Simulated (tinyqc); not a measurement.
Lateral field, substrate current, probability of reaching the oxide barrier and hot-carrier lifetime of a silicon transistor (pseudo-two-dimensional and lucky-electron models). Inputs raised by 2 %, one at a time. Computed by tinyqc, a small Python program. Command: `OMP_NUM_THREADS=1 python tinyqc.py 3016062 3016063 out.jsonl hotcar sens`. One thread of a shared host (Intel(R) Xeon(R) Processor @ 2.30GHz), about 0.01 s of CPU time with the checks.

Local-field models: a lucky carrier gains its energy at the peak field over a path free of collisions. Voltages are magnitudes.

Inputs (values chosen for the exercise, modelled on a silicon p-channel):

| quantity | value | unit |
|---|---|---|
| channel length L | 1700 | nm |
| oxide thickness t | 46 | nm |
| junction depth x_j | 420 | nm |
| mobility mu | 100 | cm^2/(V s) |
| saturation velocity v_s | 0.67 | 1e7 cm/s |
| threshold voltage V_T | 0.35 | V |
| gate voltage V_G | 12 | V |
| drain voltage V_D | 20 | V |
| ionisation prefactor A_i | 9.2e+06 | 1/cm |
| ionisation field B_i | 3.79 | MV/cm |
| hot-carrier mean free path lambda | 4.3 | nm |
| oxide barrier phi_b | 4.6 | eV |
| interface-trap threshold phi_it | 4.7 | eV |
| lifetime constant H | 40 | s microampere/micrometre |
| length of the depleted extension L_n | 130 | nm |

Drain: lightly doped extension.

Constants: eps_0 = 8.8541878128e-12 F/m.

Method:
- C_ox = 3.9 eps_0/t; F_sat = 2 v_s/mu; V_Dsat = V_ov F_sat L/(V_ov + F_sat L), V_ov = V_G - V_T; I_D/W = C_ox v_s (V_ov - V_Dsat).
- Scale length l = 0.22 t^(1/3) x_j^(1/2) (all in cm); F_m = sqrt(((V_D - V_Dsat)/l_e)^2 + F_sat^2), with l_e = l + L_n; length of the velocity-saturated region l_e ln((V_D - V_Dsat)/(l_e F_sat) + F_m/F_sat).
- Substrate current I_sub/I_D = (A_i/B_i)(V_D - V_Dsat) exp(-B_i/F_m); probability of reaching the oxide barrier exp(-phi_b/(e lambda F_m)); lifetime tau = (H/(I_D/W)) exp(phi_it/(e lambda F_m)).
- V_10 solves tau = 3.156e8 s at the given V_G. The extrapolation fits ln(tau) against 1/V_D at 1, 1.08, 1.16 and 1.25 times the given V_D (rounded to 3 digits) by least squares and reads off the same tau.

Runs:

| input moved | from | to | peak field F_m (kV/cm) | lifetime tau (s) | drain current I_D/W (microampere/micrometre) | ten-year drain voltage V_10 (V) |
|---|---|---|---|---|---|---|
| base run | - | - | 360.6 | 2.933e+12 | 198.3 | 26.01 |
| channel length L (nm) | 1700 | 1734 | 359.3 | 3.317e+12 | 195.7 | 26.08 |
| junction depth x_j (nm) | 420 | 428.4 | 358.7 | 3.468e+12 | 198.3 | 26.13 |
| gate voltage V_G (V) | 12 | 12.24 | 358.0 | 3.545e+12 | 205.1 | 26.09 |
| drain voltage V_D (V) | 20 | 20.4 | 370.8 | 1.281e+12 | 198.3 | 26.01 |
| hot-carrier mean free path lambda (nm) | 4.3 | 4.386 | 360.6 | 1.619e+12 | 198.3 | 25.63 |
| length of the depleted extension L_n (nm) | 130 | 132.6 | 358.5 | 3.528e+12 | 198.3 | 26.14 |
| threshold voltage V_T (V) | 0.35 | 0.357 | 360.7 | 2.917e+12 | 198.1 | 26.01 |

Exponents ln(y'/y) / ln(x'/x):

| input | peak field F_m | lifetime tau | drain current I_D/W | ten-year drain voltage V_10 |
|---|---|---|---|---|
| channel length L | -0.183 | 6.207 | -0.664 | 0.123 |
| junction depth x_j | -0.279 | 8.467 | 0.000 | 0.228 |
| gate voltage V_G | -0.371 | 9.564 | 1.709 | 0.142 |
| drain voltage V_D | 1.400 | -41.846 | 0.000 | 0.000 |
| hot-carrier mean free path lambda | 0.000 | -30.010 | 0.000 | -0.753 |
| length of the depleted extension L_n | -0.307 | 9.329 | 0.000 | 0.251 |
| threshold voltage V_T | 0.011 | -0.278 | -0.050 | -0.004 |

Which inputs matter most for each result?

Among the inputs moved here: peak field F_m answers most in size to drain voltage V_D (exponent +1.400), next to gate voltage V_G (-0.371); its exponent is below 0.0005 for hot-carrier mean free path lambda. Lifetime tau answers most in size to drain voltage V_D (exponent -41.846), next to hot-carrier mean free path lambda (-30.010). Drain current I_D/W answers most in size to gate voltage V_G (exponent +1.709), next to channel length L (-0.664); its exponent is below 0.0005 for junction depth x_j, drain voltage V_D, hot-carrier mean free path lambda, length of the depleted extension L_n. Ten-year drain voltage V_10 answers most in size to hot-carrier mean free path lambda (exponent -0.753), next to length of the depleted extension L_n (+0.251); its exponent is below 0.0005 for drain voltage V_D.

Extremes, crossings and ranges named in words are read from the listed rows.
